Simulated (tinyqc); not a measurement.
Shape of the distribution and failure rate.

For F(t) = 1 - exp(-(t/t63)^beta): mean t63 Gamma(1 + 1/beta), median t63 (ln 2)^(1/beta), deviation t63 sqrt(Gamma(1 + 2/beta) - Gamma(1 + 1/beta)^2), failure rate (beta/t63)(t/t63)^(beta - 1).

Values chosen for this exercise:

| symbol | value | unit | meaning |
|---|---|---|---|
| t63 | 170 | s | characteristic time of a test capacitor |

Shape of the distribution and failure rate:
```
beta  mean (s)  median (s)  deviation/mean  rate at 0.01 t63 (1/s)  rate at t63 (1/s)
0.5      340.0       81.68           2.236                 0.02941           0.002941
0.7      215.2       100.7           1.462                 0.01639           0.004118
1        170.0       117.8           1.000                0.005882           0.005882
1.3      157.0       128.2          0.7757                0.001921           0.007647
1.7      151.7       137.0          0.6055                3.981e-4            0.01000
2.2      150.6       143.9          0.4798                5.152e-5            0.01294
3        151.8       150.4          0.3634                1.765e-6            0.01765
4        154.1       155.1          0.2805                2.353e-8            0.02353
```

What does the comparison show?

The relative spread falls from 2.24 to 0.281. For beta < 1 the rate falls with time (early failures), at 1 it is constant, 0.00588 1/s, and above 1 it grows (wear-out): the early rate goes from 10.0 times the rate at t63 to 1.00e-6 times.

tinyqc, about 0.01 s, one thread, Intel Xeon 2.30GHz (shared host): `OMP_NUM_THREADS=1 python tinyqc.py 2070034 2070035 out.jsonl`
